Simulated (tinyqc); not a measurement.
# Worked calculation: carrier lifetime of an n-type layer with SRH, radiative, Auger and surface recombination

Computed by the program tinyqc: `OMP_NUM_THREADS=1 python tinyqc.py 2300053 2300054 out.jsonl`, one thread of a shared Intel Xeon 2.30GHz, about 0.01 s for the whole run. Printed values are rounded.

Uniform excess density dn = dp (no trapping), n = n0 + dn, p = p0 + dn, Boltzmann statistics, full ionisation. Surfaces enter as a rate 2 S dn/d, which holds while diffusion to them is fast.

Values chosen for this exercise; band and dielectric values close to those of germanium:
```
symbol     value        unit                                      meaning
T            300           K                                  temperature
Eg         0.652          eV                                     band gap
Nc       1.03e19       cm^-3       conduction-band density of states at T
Nv       5.98e18       cm^-3          valence-band density of states at T
B       6.52e-14      cm^3/s                        radiative coefficient
N         4.9e17       cm^-3                                donor density
Cn       1.1e-30      cm^6/s            Auger coefficient (two electrons)
Cp       9.8e-31      cm^6/s                Auger coefficient (two holes)
Nt        1.2e12       cm^-3                                 trap density
sn         1e-14        cm^2          capture cross-section for electrons
sp         8e-15        cm^2              capture cross-section for holes
vth          1e7        cm/s             thermal velocity (both carriers)
Et          0.18          eV         trap level below the conduction band
S           1000        cm/s  surface recombination velocity (both faces)
d            300          um                             sample thickness
G         6.3e22  cm^-3 s^-1                              generation rate
```

Constants: q = 1.602176634e-19 C, kB = 1.380649e-23 J/K, Vt = kB T/q. Results are converted to the units shown.

Range of the model: S d exceeds 2.5 cm^2/s, comparable with a diffusion coefficient, so 2 S/d overstates the surface loss.

## Equilibrium densities and SRH constants

ni = sqrt(Nc Nv) exp(-Eg/(2 Vt)), Eg in volts; majority density N/2 + sqrt(N^2/4 + ni^2), n0 p0 = ni^2; n1 = Nc exp(-Et/Vt), p1 = Nv exp((Et - Eg)/Vt); tn0 = 1/(sn vth Nt), tp0 = 1/(sp vth Nt).

ni = 2.619451e13 cm^-3
n0 = 4.900000e17 cm^-3
p0 = 1.400311e9 cm^-3
n1 = 9.749230e15 cm^-3
p1 = 7.038015e10 cm^-3
tn0 = 8.333333e-6 s
tp0 = 1.041667e-5 s

## Starting value

dn = 2e18 cm^-3.

dn at the start = 2e18 cm^-3

## Iteration 1: new dn

With e = n p - ni^2 = dn (n0 + p0 + dn): U_SRH = e/(tp0 (n + n1) + tn0 (p + p1)), U_rad = B e, U_Aug = (Cn n + Cp p) e, U_s = 2 S dn/d. Newton step on ln U(ln dn) = ln G, U the sum: k = d ln U/d ln dn (central difference over factors 1.0001), dn(new) = dn (G/U)^(1/k).

U_SRH = 1.166120e23 cm^-3 s^-1
U_rad = 3.246960e23 cm^-3 s^-1
U_Aug = 2.340102e25 cm^-3 s^-1
U_s = 1.333333e23 cm^-3 s^-1
k = 2.658551
dn after iteration 1 = 2.140006e17 cm^-3

## Iteration 2: new dn

As before.

U_SRH = 1.634332e22 cm^-3 s^-1
U_rad = 9.822805e21 cm^-3 s^-1
U_Aug = 1.482643e23 cm^-3 s^-1
U_s = 1.426670e22 cm^-3 s^-1
k = 1.598682
dn after iteration 2 = 1.077467e17 cm^-3

## Iteration 3: new dn

As before.

U_SRH = 8.913019e21 cm^-3 s^-1
U_rad = 4.199221e21 cm^-3 s^-1
U_Aug = 4.914847e22 cm^-3 s^-1
U_s = 7.183112e21 cm^-3 s^-1
k = 1.333578
dn after iteration 3 = 1.001590e17 cm^-3

## Course of the iteration

Stop when the step is below 1e-10 of the value, or after 40 iterations.

Course of the iteration:
```
iteration  dn before the step (cm^-3)  step (cm^-3)
1                                2e18      -1.79e18
2                         2.140006e17      -1.06e17
3                         1.077467e17      -7.59e15
4                         1.001590e17      -6.08e13
5                         1.000982e17       -4.04e9
6                         1.000982e17         < 1e6
```

Converged in 6 iterations.

## Lifetime, shares and quasi-Fermi splitting

converged dn = 1.000982e17 cm^-3

With e = n p - ni^2 = dn (n0 + p0 + dn): U_SRH = e/(tp0 (n + n1) + tn0 (p + p1)), U_rad = B e, U_Aug = (Cn n + Cp p) e, U_s = 2 S dn/d. tau = dn/U, shares of U, splitting Vt ln(n p/ni^2), radiative efficiency U_rad/U.

tau = 1.588860e-6 s
shares (%): SRH 13.23791, radiative 6.11304, Auger 70.05664, surface 10.59240
quasi-Fermi splitting = 0.4723381 V

Auger recombination takes the largest share. dn is 0.20 times the doping: intermediate injection.
